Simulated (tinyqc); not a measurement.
Shallow acceptor in the spherical four-band model: sweeps and comparisons. A value that a table varies takes the place of the one given here.

The ground state 1S3/2 has an L = 0 part f(r) and an L = 2 part g(r). In units of Ry* and a*, with Gaussians f_i = exp(-a_i r^2), g_i = r^2 exp(-a_i r^2), A = a_i + a_j and I(n) = Gamma((n + 1)/2)/(2 A^((n + 1)/2)): S_ff = I(2), S_gg = I(6), H_ff = (6 a_i a_j/A) I(2) - 2 I(1), H_gg = (14 a_i a_j/A) I(6) - 2 I(5), H_fg = -mu [15 I(2) - 20 a_j I(4) + 4 a_j^2 I(6)]; each function is then normalised. The split-off band is left out.

Converged values use 22 exponents 2.2^i, i = -7 to 14, for f and for g.

Units Ry* = Ry/(g1 eps^2) and a* = a0 eps g1; mu = (6 g3 + 4 g2)/(5 g1) is the spherical heavy-light coupling and delta = (g3 - g2)/g1 the cubic term, which is left out.

Constants: Ry = 13.60569312 eV; a0 (Bohr radius) = 0.5291772105 angstrom.

Values chosen for the exercise (near those of a shallow acceptor in GaP, where the small spin-orbit splitting and strong warping make this model rough; shifted at random, so the results belong to these values and not to a real crystal):
```
symbol  value                                      unit      meaning
mus     (0.08, 0.32, 0.44, 0.67, 0.7, 0.85, 0.88)            couplings
rc      1.9                                        angstrom  radius of the central cell
Vs      (3, 1, 0, -1, -2, -3, -4)                  eV        central-cell strengths
g1      4.04                                                 Luttinger gamma1
g2      0.48                                                 gamma2
g3      1.25                                                 gamma3
eps     11.1                                                 dielectric constant
```

## Strength of the heavy-light coupling

Ry* = 27.3334 meV

Converged values in Ry* and a*; the heavy-mass hydrogen model gives 1/(1 - mu).

Results:
```
mu,binding (Ry*),1/(1 - mu),ratio,L = 2 weight,<r> (a*),binding (meV)
0.08,1.006,1.087,0.925,0.003,1.493,27.5
0.32,1.102,1.471,0.750,0.044,1.382,30.1
0.44,1.215,1.786,0.681,0.084,1.271,33.2
0.67,1.727,3.030,0.570,0.203,0.933,47.2
0.70,1.857,3.333,0.557,0.223,0.874,50.8
0.85,3.309,6.667,0.496,0.341,0.513,90.4
0.88,4.038,8.333,0.485,0.369,0.425,110.4
```

The binding starts as 1 + O(mu^2), 1.006 at mu = 0.08, since the coupling enters in second order, and reaches 4.04 at mu = 0.88. The ratio to the heavy-mass model falls from 0.93 to 0.48, towards about 0.44 as mu goes to 1: the bound hole is only partly heavy. The L = 2 weight grows to 0.37 and the radius shrinks by a factor 3.5.

## Central-cell correction

mu = 0.46634
a* = 23.730 angstrom

A short-range term V exp(-r^2/rc^2) is added (negative: attracts the hole); its elements are V S (A/(A + 1/rc^2))^(3/2) for f and ^(7/2) for g, in the same units.

Results:
```
V (eV),1S binding (meV),2S binding (meV),<r> (angstrom),L = 2 weight
3.0,31.1,8.91,32.3,0.092
1.0,32.8,9.14,30.6,0.094
0.0,34.1,9.31,29.5,0.095
-1.0,35.9,9.53,28.0,0.096
-2.0,38.5,9.82,26.2,0.098
-3.0,42.4,10.24,23.9,0.100
-4.0,48.9,10.86,20.9,0.103
```

From V = 0 to -4 eV the 1S binding grows by 14.8 meV (43 %) and the 2S binding by 1.55 meV, so the chemical shift sits mainly in the ground state. A repulsion of 3 eV removes 3.1 meV. The slope is 6.46 meV per eV over the last step against 1.02 on the repulsive side, since attraction pulls the state into the cell: the route from a shallow to a deep level.

## What each parameter does

Converged values. Each row changes one parameter from the base and keeps the others.

Results:
```
case,mu,Ry* (meV),binding (meV),<r> (angstrom)
base,0.466,27.33,34.14,29.5
g1 = 4.36,0.432,25.33,30.54,32.8
g2 = 0.41,0.452,27.33,33.64,29.8
g3 = 1.15,0.437,27.33,33.10,30.2
eps = 12,0.466,23.39,29.21,31.8
```

The largest shifts from the base row, up to three for each result and ties (the steps differ in size, so this ranks the rows, not the parameters). mu: g1 -0.034, g3 -0.030, g2 -0.014; unchanged at the printed digits by eps. Ry* (meV): eps -3.95, g1 -2.01; unchanged at the printed digits by g2 and g3. binding (meV): eps -4.93, g1 -3.60, g3 -1.04. <r> (angstrom): g1 +3.3, eps +2.4, g3 +0.8. g1 acts twice: it lowers Ry* and it lowers mu.

Program tinyqc; command `OMP_NUM_THREADS=1 python tinyqc.py 1252022 1252023 out.jsonl`; about 0.05 s on one thread of a shared Intel(R) Xeon(R) Processor @ 2.30GHz.
